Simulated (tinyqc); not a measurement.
Space-charge-limited current through a thin insulating or semi-insulating film with traps: one step, computed by the program tinyqc.

One ohmic injecting contact at x = 0 (field zero), drift only, non-degenerate free carriers.

Question. One point of the curve. Free density n_0 = N_c exp(-E_0/k_B T) in equilibrium; trapped density n_t(n) = N_t/(1 + n_1/n), n_1 = N_c exp(-E_t/k_B T). J = e mu n F and (eps eps_0/e) dF/dx = n - n_0 + n_t(n) - n_t(n_0) = rho(n). With F = J/(e mu n): d = (eps eps_0 J/(e^2 mu)) I_1 and V = (eps eps_0 J^2/(e^3 mu^2)) I_2, I_k = int_(n_L)^infinity dn/(n^(k+1) rho(n)), n_L the density at the anode; with u = n_L/n, 200 Gauss-Legendre points in t, u = 1 - (1 - t)^2. Anode field J/(e mu n_L); Mott-Gurney current (9/8) eps eps_0 mu V^2/d^3; ohmic current e n_0 mu V/d.

Inputs (values chosen for the exercise, modelled on HfO2): permittivity eps = 22; band mobility mu = 0.041 cm^2/(V s); effective density of states N_c = 9.5e+19 1/cm^3; trap density N_t = 1.2e+16 1/cm^3; equilibrium Fermi level below the band edge, E_0 = 0.56 eV; thickness d = 1000 nm; free density at the anode, in units of N_c = 3e-08; temperature T = 350 K; trap level E_t below the band edge = 0.36 eV.

Traps: single level.

Constants: k_B = 8.617333262e-05 eV/K; eps_0 = 8.8541878128e-12 F/m; e = 1.602176634e-19 C.

Give: I_1; I_2; current density J; voltage V; anode field over mean field V/d; trap-free Mott-Gurney current; ohmic current.

Answer.

I_1 = 3.817e-27 cm^6

I_2 = 9.166e-40 cm^9

current density J = 1.416e-05 A/cm^2

voltage V = 0.05175 V

anode field over mean field V/d = 1.461

trap-free Mott-Gurney current = 2.406e-04 A/cm^2

ohmic current = 2.789e-06 A/cm^2

Caution: V is below 10 k_B T/e, where diffusion from the contact, left out here, dominates.
